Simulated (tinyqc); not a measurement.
Grain-boundary trapping model (Seto) of a polycrystalline semiconductor film. Changing the temperature T. Computed by tinyqc, a small Python program. Command: `OMP_NUM_THREADS=1 python tinyqc.py 3013859 3013860 out.jsonl poly sweep`. One thread of a shared host (Intel(R) Xeon(R) Processor @ 2.30GHz), about 0.01 s of CPU time with the checks.

Grains of equal size L are joined by thin boundaries with one trap level. Trapped carriers deplete a width W on each side and raise a barrier, crossed by thermionic emission. Dopants are fully ionised, statistics are non-degenerate and mu_g does not depend on T.

Inputs (values chosen for the exercise, modelled on polycrystalline germanium):
```
quantity                                     value        unit
permittivity eps                                16           -
effective mass m                              0.21         m_0
effective density of states at 300 K, N_c  5.9e+18      1/cm^3
grain size L                                    23          nm
trap density Q_t                           1.1e+12      1/cm^2
trap level E_t below the band edge            0.29          eV
doping N                                   5.3e+18      1/cm^3
mobility inside the grains mu_g                450  cm^2/(V s)
```

Grain interior: resistance included.

Constants: k_B = 8.617333262e-05 eV/K; e = 1.602176634e-19 C; eps_0 = 8.8541878128e-12 F/m; m_0 = 9.1093837015e-31 kg; k_B = 1.380649e-23 J/K.

Method:
- N_c(T) = N_c (T/300 K)^(3/2). Filled traps Q = Q_t/(1 + (1/2) exp((E_t* - E_F)/k_B T)), where E_t* = e V_B - E_t and E_F are counted from the band edge at the grain centre. Partial depletion: Q = 2 N W, V_B = e N W^2/(2 eps eps_0), E_F = k_B T ln(N/N_c); solve for W. If that W would exceed L/2 the grain is fully depleted: W = L/2, Q = N L, and E_F follows from the trap equation. Centre density n_0 = N_c exp(E_F/k_B T).
- Boundary: sigma_b = L e^2 n_0 exp(-e V_B/k_B T)/sqrt(2 pi m k_B T); drift through the grain, depleted parts included: rho_g = [(1 - 2W/L) + (2W/L) int_0^1 exp(y^2 s^2) ds]/(e n_0 mu_g); rho = 1/sigma_b + rho_g. Mean carrier density n_av = n_0 [(1 - 2W/L) + (2W/L) (sqrt(pi)/2) erf(y)/y], y = sqrt(e V_B/k_B T); effective mobility 1/(e n_av rho).
- E_a = d ln(rho)/d(1/k_B T) from T - 5 K and T + 5 K; temperature coefficient d ln(rho)/dT.

One run for each value; columns: (1) temperature T (K); (2) resistivity rho (ohm cm); (3) effective mobility (cm^2/(V s)); (4) activation energy E_a (eV); (5) mean carrier density (1/cm^3):
```
(1)        (2)     (3)         (4)         (5)
200  0.0048529  243.97  -0.0024056  5.2718e+18
236  0.0049740  237.84  -0.0032131  5.2759e+18
271  0.0050891  232.33  -0.0040297  5.2789e+18
307  0.0052039  227.10  -0.0048978  5.2812e+18
343  0.0053151  222.27  -0.0057908  5.2832e+18
379  0.0054226  217.80  -0.0067050  5.2847e+18
414  0.0055238  213.76  -0.0076108  5.2860e+18
450  0.0056247  209.88  -0.0085567  5.2871e+18
```

Over the rows, resistivity rho (ohm cm) rises from 0.00485 to 0.00562 (exponent d ln y / d ln x 0.15 between the first rows and 0.22 between the last); effective mobility (cm^2/(V s)) falls from 244 to 210 (exponent d ln y / d ln x -0.15 between the first rows and -0.22 between the last); activation energy E_a (eV) falls from -0.00241 to -0.00856 (exponent d ln y / d ln x 1.7 between the first rows and 1.4 between the last).

Caution (all rows): E_F is within 2 k_B T of the band edge, so non-degenerate statistics fail, and tunnelling through so thin a barrier adds to the current. Caution (all rows): e V_B is below 2 k_B T, where the depletion approximation fails and the mean density does not balance the trapped charge.
